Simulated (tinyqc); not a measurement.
What each parameter does: dielectric confinement in a thin film (image charges).

A film |z| < t/2 of dielectric constant eps between half-spaces of dielectric constant e2; lam = (eps - e2)/(eps + e2), q = e^2/(4 pi eps0). The self-energy of a band edge is taken with the high-frequency value, e2 = eh, and the field of a fixed ion with the static one, e2 = eo. A charge at z has images lam^|n| at n t + (-1)^n z. Its self-energy is S(z) = (q/2 eps) sum over n >= 1 of lam^n [1/(n t - 2z) + 1/(n t + 2z)] for odd n and 2 lam^n/(n t) for even n; at the centre S(0) = -(q/(eps t)) ln(1 - lam).

Donor at the centre, lam from the static eo, trial function cos(pi z/t) exp(-rho/l): E(l) = c/(m l^2) - (q/eps) times the integral over k of F(k t) (1 + (k l/2)^2)^(-3/2), with F(x) = F0 + 2 lam exp(-x) G/(1 - lam exp(-x)), F0 = 2[(1 - exp(-x/2))/x + x (1 + exp(-x/2))/(x^2 + 4 pi^2)], G = 2 sinh(x/2)[1/x - x/(x^2 + 4 pi^2)]; c = hbar^2/2m0. The binding energy is -E at the minimum, counted from the subband edge with its self-energy.

Constants: e^2/(4 pi eps0) = 14.39964547 eV angstrom; hbar^2/2m0 = 3.80998211 eV angstrom^2; Ry = 13.60569312 eV.

Parameters, chosen for this exercise (near those of a Ge film between layers of Si3N4; not measured data): t = 38 angstrom (film thickness); eps = 16.4 (dielectric constant of the film); eh = 3.9 (high-frequency dielectric constant outside); eo = 7.7 (static dielectric constant outside); m = 0.154 m0 (mass in the plane).

<S> is the mean over (2/t) cos^2(pi z/t). Each row changes one parameter from the base and keeps the others.

Results:
```
case             lam from eh  <S> (meV)  binding (meV)  l (angstrom)
base                   0.616       25.2           36.3          36.7
t = 48 angstrom        0.616       20.0           32.2          39.7
eps = 14.8             0.583       25.7           39.4          34.7
eo = 10.8              0.616       25.2           28.3          38.5
eh = 5.1               0.526       19.9           36.3          36.7
m = 0.185 m0           0.616       25.2           39.7          32.5
```

The largest shifts from the base row, up to three for each result and ties (the steps differ in size, so this ranks the rows, not the parameters). lam from eh: eh -0.090, eps -0.033; unchanged at the printed digits by t, eo and m. <S> (meV): eh -5.3, t -5.3, eps +0.4; unchanged at the printed digits by eo and m. binding (meV): eo -8.0, t -4.0, m +3.5; unchanged at the printed digits by eh. l (angstrom): m -4.3, t +2.9, eps -2.0; unchanged at the printed digits by eh.

Computed by tinyqc, a small Python program: `OMP_NUM_THREADS=1 python tinyqc.py 1281921 1281922 out.jsonl` (the numbers bound the seed that draws the inputs); one thread of a shared host (Intel(R) Xeon(R) Processor @ 2.30GHz), about 0.08 s for the whole set of steps.
